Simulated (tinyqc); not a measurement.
Inside a calculation. Model: ion-assisted plasma etching: sheath, surface coverage, synergy and aspect-ratio dependence. Computed by tinyqc, a small Python program that keeps every step. Command: `OMP_NUM_THREADS=1 python tinyqc.py 3002695 3002696 out.jsonl etch walk`. One thread of a shared host (Intel(R) Xeon(R) Processor @ 2.30GHz), about 0.05 s of CPU time with the checks. Intermediate numbers are printed to about 7 digits and carried at full precision; extremes and crossings named in words are read from the listed rows.

Radicals adsorb on bare sites; ions remove covered sites with a high yield and bare sites by sputtering; a slow spontaneous reaction acts everywhere, walls included.

Inputs (values chosen for the exercise, close to those used for silicon dioxide in a fluorocarbon plasma): plasma density n_e = 1.4e+10 1/cm^3; electron temperature T_e = 3.9 eV; ion mass M_i = 50 u; sheath voltage V = 690 V; radical density n = 7e+12 1/cm^3; radical mass M_n = 31 u; gas temperature T_g = 600 K; sticking coefficient s = 0.48; radicals per removed unit x = 3; yield slope b = 0.21 eV^(-1/2); threshold E_th = 5.3 eV; sputter slope b_p = 0.012 eV^(-1/2); sputter threshold E_p = 39 eV; spontaneous reaction probability k_c = 1.1e-05; solid density N = 2.2e+22 1/cm^3; ion temperature T_i = 0.46 eV; aspect ratio A = 24.

Feature: round hole.

Constants: e = 1.602176634e-19 C; u = 1.6605390666e-27 kg; k_B = 1.380649e-23 J/K; eps_0 = 8.8541878128e-12 F/m.

## Fluxes

Bohm speed u_B = sqrt(e T_e/M_i); ion flux G_i = 0.61 n_e u_B; radical flux G_n = n c/4 with c = sqrt(8 k_B T_g/(pi M_n)).

Bohm speed = 274332.9 cm/s

ion flux G_i = 2.342803e+15 1/(cm^2 s)

radical speed c = 64015.03 cm/s

radical flux G_n = 1.120263e+17 1/(cm^2 s)

flux ratio G_n/G_i = 47.81720

## Sheath and ion angles

Debye length lambda_D = sqrt(eps_0 T_e/(e n_s)) with n_s = 0.61 n_e, T_e in volts; Child-law sheath d = (sqrt2/3) lambda_D (2 V/T_e)^(3/4); ion energy E = V + T_e/2; angular spread = arctan(sqrt(T_i/E)).

Debye length = 158.8629 um

sheath thickness = 6109.802 um

ion energy E = 691.95 eV

angular spread = 1.476957 degrees

Caution: a sheath of several millimetres is collisional at usual pressures, which lowers the ion energy and widens the angles.

## Yields

Yields: Y = b (sqrt(E) - sqrt(E_th)) on covered sites, Y_p = b_p (sqrt(E) - sqrt(E_p)) on bare ones (zero below threshold).

yield Y = 5.040582

sputter yield Y_p = 0.2407193

## Open-field etch rate

Steady coverage: s G_n (1 - theta) = x Y G_i theta; removal flux = Y G_i theta + Y_p G_i (1 - theta) + k_c G_n; rate = flux/N, 1 cm/s = 6e8 nm/min. Lateral rate = k_c G_n/N; anisotropy = 1 - lateral/vertical; synergy = vertical/(ions alone + radicals alone), with ions alone Y_p G_i/N and radicals alone the lateral rate.

coverage theta = 0.6028328

vertical rate = 200.2943 nm/min

lateral rate = 0.03360789 nm/min

anisotropy = 0.9998322

synergy = 12.99407

Ions and radicals both limit the rate.

## Rate at the floor of the feature

Transmission of a round hole: K = 1/(1 + 3A/4), walls that scatter diffusely without loss. With a loss probability S = s (1 - theta) at the floor, G_b/G_n = K/(K + S - K S); theta follows G_b, and the two are solved together. Ions are taken to reach the floor unshadowed; G_b replaces G_n in every term of the rate; A is depth over diameter.

transmission K = 0.05263158

G_b/G_n = 0.1204104

coverage at the floor = 0.1545218

rate at the floor = 62.77432 nm/min

floor rate over open-field rate = 0.3134104

The lag is 69 %. Caution: at this aspect ratio many ions strike the walls, so ion shadowing, left out here, adds to the lag.

## Etch lag against aspect ratio

The formulas are those given above.

Floor of the feature:
```
A              K    G_b/G_n      theta  rate (nm/min)  relative rate
0.5    0.7272727  0.9305675  0.5854827       194.9710      0.9734223
1.0    0.5714286  0.8653422  0.5677439       189.5286      0.9462502
2.0    0.4000000  0.7478160  0.5316288       178.4486      0.8909319
5.0    0.2105263  0.4926341  0.4278310       146.6068      0.7319567
10.0   0.1176471  0.2845683  0.3016402       107.8989      0.5387017
20.0   0.0625000  0.1448839  0.1802669        70.6708      0.3528347
50.0   0.0259740  0.0569199  0.0795243        39.7715      0.1985654
100.0  0.0131579  0.0281493  0.0409751        27.9481      0.1395352
```

K falls by a factor 55.3 over the rows and the rate by 6.98. Among these rows the rate stays within 10 % of the open-field value up to A = 1, with an open-field coverage of 0.60. Caution: rows with A above about 1/(2 tan(ion spread)) or 1/sqrt(k_c), often 10 to 30, are formal: ion shadowing, radical loss on the walls, redeposition of sputtered material and, in fluorocarbon plasmas, polymer growth are left out and add to the lag.

## Yield per ion against the flux ratio

The ion flux is fixed and the radical flux set by the ratio; the removal per ion is the removal flux over G_i.

Open field:
```
G_n/G_i      theta  rate (nm/min)  removal per ion
0.3      0.0094329        18.2738         0.285999
1        0.0307658        24.8168         0.388402
3        0.0869474        42.0483         0.658088
10       0.2409428        89.2813         1.397321
30       0.4877760       164.9956         2.582307
100      0.7604353       248.6654         3.891804
300      0.9049675       293.1319         4.587738
1000     0.9694585       313.4023         4.904987
3000     0.9896079       320.9875         5.023701
```

Coverage reaches one half at G_n/G_i = x Y/s = 31.5. Below that the ion-assisted part follows the radical flux, on top of the sputter floor Y_p = 0.241; above it the ion-assisted part saturates at Y = 5.04 per ion.

Checks made by the program: series form 1/R = 1/(Y G_i) + x/(s G_n) of the ion-assisted part (relative difference below 1e-10).
